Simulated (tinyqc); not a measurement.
Worked calculation: Hueckel theory of the pi electrons, for the molecule C=C1C=CC=NC=C1 (SMILES; centres numbered as the heavy atoms are written). One step of it, computed by the program tinyqc.

Problem. Energy, charges, bond orders. E = sum n x; q_r = z_r - P_rr; bond order p = P_rs; free valence = sqrt(3) - sum of p over the bonds of the atom.

x values: 2.157940  1.583333  1.263817  0.260001  -0.357415  -0.749392  -1.686545  -1.971738

occupations: 2.000000  2.000000  2.000000  2.000000  0.000000  0.000000  0.000000  0.000000

charge and bond-order matrix P:
```
,1C,2C,3C,4C,5C,6N,7C,8C
1C,1.263091,0.769847,-0.091318,-0.327644,0.126889,0.244773,-0.329061,-0.195280
2C,0.769847,0.976494,0.442203,0.035571,-0.082871,-0.079786,0.049493,0.440785
3C,-0.091318,0.442203,0.859887,0.765594,0.158372,-0.315554,-0.080036,0.243495
4C,-0.327644,0.035571,0.765594,0.982688,0.532911,0.000345,-0.121552,-0.078619
5C,0.126889,-0.082871,0.158372,0.532911,0.824661,0.727086,0.001763,-0.329476
6N,0.244773,-0.079786,-0.315554,0.000345,0.727086,1.189622,0.519162,-0.002490
7C,-0.329061,0.049493,-0.080036,-0.121552,0.001763,0.519162,0.925788,0.770097
8C,-0.195280,0.440785,0.243495,-0.078619,-0.329476,-0.002490,0.770097,0.977771
```

Centres:
```
centre,"z_r, pi electrons of the neutral centre",h
1C,1,0.000000
2C,1,0.000000
3C,1,0.000000
4C,1,0.000000
5C,1,0.000000
6N,1,0.500000
7C,1,0.000000
8C,1,0.000000
```

Bonds:
```
i,j,k
1,2,1
2,3,1
3,4,1
4,5,1
5,6,1
6,7,1.000000
7,8,1
8,2,1
```

Give: pi energy = 8 alpha + this times beta; pi charges; Bond orders and lengths from R = 1.517 - 0.180 p; free valence of the carbons; gap between the highest filled and the next level.

Solution.

pi energy = 8 alpha + this times beta = 10.530

pi charges: 1C -0.263, 2C 0.024, 3C 0.140, 4C 0.017, 5C 0.175, 6N -0.190, 7C 0.074, 8C 0.022

Bond orders and lengths from R = 1.517 - 0.180 p (angstrom, C-C alone):
```
bond,p,R
1-2,0.770,1.378
2-3,0.442,1.437
3-4,0.766,1.379
4-5,0.533,1.421
5-6,0.727,-
6-7,0.519,-
7-8,0.770,1.378
8-2,0.441,1.438
```

free valence of the carbons: 1C 0.962, 2C 0.079, 3C 0.524, 4C 0.434, 5C 0.472, 7C 0.443, 8C 0.521

gap between the highest filled and the next level = 0.617 |beta|
